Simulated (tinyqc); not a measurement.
Valley-orbit splitting of a donor ground state, with strain: one step, computed by the program tinyqc. Command: `OMP_NUM_THREADS=1 python tinyqc.py 3017148 3017149 out.jsonl valleyorbit walk`. One thread of a shared host (Intel(R) Xeon(R) Processor @ 2.30GHz), about 0.01 s of CPU time with the checks.

The basis is the 1s envelope in each valley; energies are counted from the unstrained conduction-band edge. The strain is e_s (a a^T - 1/3) for the unit stress axis a, so valley j along n_j moves by Xi_u e_s w_j with w_j = (n_j.a)^2 - 1/3: +1/6 for x and y, -1/3 for z. The splitting at the zone boundary that a [110] shear adds for <100> valleys is left out.

Question. Populations and ionisation. H_jj = -(E_0 + Lambda) + Xi_u e_s w_j; H_jk = -Delta_2 between opposite valleys and -Delta_1 between perpendicular ones. z = sum over levels of exp(-(E - E_ground)/k_B T), the ground-state share being 1/z; N_c = 2 (2 pi m_e k_B T/h^2)^(3/2) sum_j exp(-(shift_j - lowest shift)/k_B T); n1 = N_c/(2 z) exp(-binding/k_B T), binding = lowest shift - E_ground; without compensation n = 2 N_D/(1 + sqrt(1 + 4 N_D/n1)) (Boltzmann statistics; p and higher states left out).

Inputs (values chosen for the exercise, for a model many-valley semiconductor):
```
quantity                                     value   unit
single-valley binding energy E_0                19    meV
central-cell shift Lambda                     3.16    meV
coupling Delta_1                              1.59    meV
coupling Delta_2                              1.21    meV
shear deformation potential Xi_u               8.4     eV
shear strain e_s                          -4.4e-05      -
temperature T                                   77      K
donor density N_D                          2.1e+17  cm^-3
density-of-states mass of one valley m_e     0.322    m_0
```

Valleys: six along <100>. Stress axis: [110].

Constants: k_B = 8.617333262e-05 eV/K; m_0 = 9.1093837015e-31 kg; k_B = 1.380649e-23 J/K; h = 6.62607015e-34 J s.

Give: partition sum z; share of neutral donors in the ground state; N_c; n1; free electrons n.

Answer.

partition sum z = 2.274

share of neutral donors in the ground state = 0.4398

N_c = 3.545e+18 cm^-3

n1 = 8.911e+15 cm^-3

free electrons n = 3.903e+16 cm^-3

Caution: k_B T exceeds a third of E_0, so the p and higher states, left out, hold part of the bound electrons. Caution: at this donor density neighbouring orbits begin to overlap and the depth shrinks, which a fixed level leaves out.
